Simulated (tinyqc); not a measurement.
Worked calculation: Stoner model of a band magnet at zero temperature. Computed by tinyqc, a small Python program that keeps every step. Command: `OMP_NUM_THREADS=1 python tinyqc.py 3028589 3028590 out.jsonl stoner walk`. One thread of a shared host (Intel(R) Xeon(R) Processor @ 2.30GHz), about 0.01 s of CPU time with the checks. Intermediate numbers are printed to about 7 digits and carried at full precision; extremes and crossings named in words are read from the listed rows.

Five orbitals per spin share one band; u = (E - E_bottom)/W runs from 0 to 1, and the states per spin, atom and energy are g = 5 d(u)/W with d = (8/pi) sqrt(u (1 - u)). N(u) is the integral of d from 0. The moment m = n_up - n_down (electrons per atom) moves the fillings to n +/- m/10; the energy is E(m) = E_band(m) - I m^2/4.

Inputs (values chosen for the exercise, for a model d band):
```
quantity                    value  unit
band width W                  6.7    eV
filling n per spin orbital   0.22     -
Stoner parameter I           1.49    eV
start moment m0              0.63  mu_B
largest number of steps        15     -
```

Density of states: semi-elliptic.

Constants: k_B = 8.617333262e-05 eV/K.

## The paramagnetic state

Solve N(u_F) = n; g_F = 5 d(u_F)/W; the Stoner product is I g_F.

u_F = 0.2719102

g_F = 0.8455524 1/eV

Stoner product I g_F = 1.259873

I g_F > 1: the paramagnet is unstable.

## Fixed-moment scan

For a moment m the Fermi levels of the two spins lie W [u(n + m/10) - u(n - m/10)] =: Delta apart; gbar = m/Delta is the mean density of states between them. A solution has I gbar = 1, is stable where gbar falls with m, or sits at saturation m_max = 10 min(n, 1 - n) if I gbar > 1 there. E_band(m) = 5 W [e(n + m/10) + e(n - m/10) - 2 e(n)], e = integral of u d(u) up to the Fermi level.

Against the moment:
```
m (mu_B)  Delta (eV)    I gbar  E(m) - E(0) (meV)
0.11        0.130114  1.259668            -0.9294
0.33        0.390854  1.258014            -8.3436
0.66        0.785293  1.252272           -33.0832
0.99        1.187606  1.242078           -73.2892
1.32        1.604001  1.226184          -127.1897
1.65        2.045780  1.201742          -191.6419
1.98        2.543419  1.159935          -260.4621
2.20        3.033800  1.080493          -300.2932
```

I gbar runs between 1.080 and 1.260; the energy falls with m where it exceeds 1 and rises where it is below. The lowest row is m = 2.20, below the paramagnet.

## Self-consistent moment

Split the bands by Delta = I m, find the common Fermi level that keeps 10 n electrons, and read m(out) = 5 [N(u + Delta/(2W)) - N(u - Delta/(2W))], N clipped to 0 and 1. Start from m0 (at most 0.9 m_max, m_max = 10 min(n, 1 - n)); stop when m changes by less than 1e-8; moments under 1e-5 count as 0.

Iteration:
```
step  m in (mu_B)  Delta (eV)  m out (mu_B)
1        0.630000    0.938700      0.786825
2        0.786825    1.172370      0.977671
3        0.977671    1.456729      1.204975
4        1.204975    1.795413      1.466091
5        1.466091    2.184476      1.747533
6        1.747533    2.603824      2.015360
7        2.015360    3.002887      2.195312
8        2.195312    3.271015      2.200000
9        2.200000    3.278000      2.200000
```

moment m = 2.2 mu_B

last change of m = 0

The moment is saturated: one spin band is full or empty (a strong ferromagnet).

## Energy, splitting and spin polarisation

Exchange splitting = I m; P = (g_up - g_down)/(g_up + g_down) at the Fermi level, with d = 0 for a full or empty band. The Stoner temperature scale is I m/(4 k_B).

E(m) - E(0) = -300.2932 meV

exchange splitting = 3.278 eV

spin polarisation P = 1

Stoner temperature scale = 9509.903 K

Majority electrons dominate at the Fermi level. Real Curie points lie far below such a temperature, since the moments disorder in direction long before they vanish.

Checks made by the program: N(u_F) against quadrature of d (relative difference below 1e-10).
